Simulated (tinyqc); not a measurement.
Kinetic Monte Carlo and master equation for a particle on a ring of sites with traps and bias: one step, computed by the program tinyqc.

6 sites on a ring, numbered 1 to 6. The saddle between i and i+1 lies at E0 + s b_i and site i at s eps_i; a force F tilts the landscape, with the saddle half-way.

Question. Twelve steps of the residence-time algorithm. Start on site 1 at t = 0. Hop right if r1 is below the share right, else left; advance the clock by -ln(r2) times the mean stay.

Inputs (values chosen for the exercise, for a model defect): temperature T = 530 K.

Disorder: site traps.

Random numbers:
```
step      r1      r2
1     0.9218  0.6968
2     0.7976  0.3988
3     0.3620  0.1464
4     0.7856  0.5665
5     0.1367  0.7259
6     0.4885  0.8278
7     0.1886  0.0739
8     0.0510  0.7135
9     0.1215  0.5748
10    0.2670  0.8943
11    0.4829  0.1256
12    0.1330  0.4400
```

Rates, shares of right hops and mean stays:
```
site  k right (1/s)  k left (1/s)  share right  mean stay (s)
1           1544170      201537.9    0.8845523   5.728335e-07
2           1649006      215220.5    0.8845523   5.364156e-07
3            717595       93657.2    0.8845523   1.232662e-06
4           3180480      415101.4    0.8845523   2.781192e-07
5            564002       73610.9    0.8845523   1.568350e-06
6            702054       91628.8    0.8845523   1.259949e-06
```

Give: Trajectory.

Answer.

Trajectory:
```
step  site    hop   wait (s)  clock (s)  net hops
1        1   left  2.069e-07  2.069e-07        -1
2        6  right  1.158e-06  1.365e-06         0
3        1  right  1.101e-06  2.466e-06         1
4        2  right  3.048e-07  2.771e-06         2
5        3  right  3.949e-07  3.166e-06         3
6        4  right  5.256e-08  3.218e-06         4
7        5  right  4.086e-06  7.304e-06         5
8        6  right  4.253e-07  7.729e-06         6
9        1  right  3.172e-07  8.046e-06         7
10       2  right  5.993e-08  8.106e-06         8
11       3  right  2.557e-06  1.066e-05         9
12       4  right  2.283e-07  1.089e-05        10
```
